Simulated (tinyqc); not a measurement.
# Inputs raised by 10 %, one at a time

Model: electromigration in a confined line: Blech product, Korhonen stress evolution and Black's law. Computed by tinyqc, a small Python program. Command: `OMP_NUM_THREADS=1 python tinyqc.py 3011138 3011139 out.jsonl emigr sens`. One thread of a shared host (Intel(R) Xeon(R) Processor @ 2.30GHz), about 0.01 s of CPU time with the checks.

The electron wind pushes atoms from the cathode (x = 0) to the anode (x = L); blocking ends build a back stress (tension positive). The input rho is taken not to change with temperature. d sigma/dt = d/dx [kappa (d sigma/dx + G)], with zero flux at both ends and sigma = 0 at t = 0.

Inputs (values chosen for the exercise, close to those used for cobalt lines):
```
quantity                      value          unit
resistivity rho                  12  micro-ohm cm
atomic volume Omega            11.1    angstrom^3
effective charge number Z*      3.2             -
prefactor D0                1.4e-06         m^2/s
activation energy E            1.26            eV
effective modulus B              47           GPa
critical stress sigma_c         310           MPa
current density j              0.74       MA/cm^2
line length L                    12            um
test temperature T              250             C
use temperature T_u             110             C
use current density j_u         1.7       MA/cm^2
current exponent n              1.5             -
```

Start: stress-free.

Constants: e = 1.602176634e-19 C; k_B = 8.617333262e-05 eV/K; k_B = 1.380649e-23 J/K.

Method:
- G = Z* e rho j/Omega; D = D0 exp(-E/(k_B T)); kappa = D B Omega/(k_B T); drift velocity of an unconfined line v = D Z* e rho j/(k_B T). SI: 1 micro-ohm cm = 1e-8 ohm m, 1 MA/cm^2 = 1e10 A/m^2.
- Temperatures in kelvin are T(C) + 273.15.
- At steady state sigma(x) = G (L/2 - x). A void forms only if the cathode stress reaches sigma_c, that is if j L exceeds (j L)_c = 2 Omega (sigma_c)/(Z* e rho). Time scale tau = L^2/kappa.
- Median life t50 = A j^(-n) exp(E/(k_B T)); acceleration factor = t50(use)/t50(test) = (j/j_u)^n exp[(E/k_B)(1/T_u - 1/T)].

Runs:
```
input moved                       from        to  critical product (j L)_c (A/cm)  tau (h)  drift velocity (nm/h)  acceleration factor
base run                             -         -                           1118.6    543.8                0.23108                 7823
effective charge number Z*         3.2      3.52                           1016.9    543.8                0.25418                 7823
prefactor D0 (m^2/s)           1.4e-06  1.54e-06                           1118.6    494.4                0.25418                 7823
activation energy E (eV)          1.26     1.386                           1118.6   8897.9                0.01412                21723
critical stress sigma_c (MPa)      310       341                           1230.5    543.8                0.23108                 7823
current density j (MA/cm^2)       0.74     0.814                           1118.6    543.8                0.25418                 9026
line length L (um)                  12      13.2                           1118.6    658.0                0.23108                 7823
```

Exponents ln(y'/y) / ln(x'/x):
```
input                       critical product (j L)_c     tau  drift velocity  acceleration factor
effective charge number Z*                        -1   0.000           1.000                0.000
prefactor D0                                       0  -1.000           1.000                0.000
activation energy E                                0  29.325         -29.325               10.715
critical stress sigma_c                            1   0.000           0.000                0.000
current density j                                  0   0.000           1.000                1.500
line length L                                      0   2.000           0.000                0.000
```

Among the inputs moved here: critical product (j L)_c answers most in size to effective charge number Z* (exponent -1.000), and about equally to critical stress sigma_c (+1.000); its exponent is below 0.0005 for prefactor D0, activation energy E, current density j, line length L. Its exponent -1.000 in effective charge number Z*: a stronger wind needs less current. tau answers most in size to activation energy E (exponent +29.325), next to line length L (+2.000); its exponent is below 0.0005 for effective charge number Z*, critical stress sigma_c, current density j. Its exponent +2.000 in line length L: diffusive scaling. Drift velocity answers most in size to activation energy E (exponent -29.325), next to effective charge number Z* (+1.000); its exponent is below 0.0005 for critical stress sigma_c, line length L. acceleration factor answers most in size to activation energy E (exponent +10.715), next to current density j (+1.500); its exponent is below 0.0005 for effective charge number Z*, prefactor D0, critical stress sigma_c, line length L.

Caution (all rows): the test j L lies below the critical product, so the line would not void in the test and the acceleration factor is formal.
